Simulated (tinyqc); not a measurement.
# Pelgrom slope, floor and doping from two device sizes

Problem. s^2 = A^2/(L W) + s0^2, with s0 independent of size and A = (q/Cox) sqrt(Na Wd/3) from random dopants alone, Cox = 3.9 eps0/ti. Find A, s0 and Na.

Values chosen for this exercise:
```
symbol,value,unit,meaning
ti,1.5,nm,oxide-equivalent thickness in inversion
```

Constants: q = 1.602176634e-19 C, eps0 = 8.8541878128e-14 F/cm where lengths are in cm. Results are converted to the units shown.

s for gate areas 0.013 and 0.12 um^2 (mV): [10.8899829, 4.56863625]
Wd = 14.9559408 nm

Answer. s^2 is linear in 1/area: slope A^2, intercept s0^2.

A = 1.19 mV um
s0 = 3.00 mV
Na = 5.90e18 cm^-3

Numbers from tinyqc (`OMP_NUM_THREADS=1 python tinyqc.py 2090025 2090026 out.jsonl`; about 0.01 s on one thread of a shared Intel Xeon 2.30GHz).
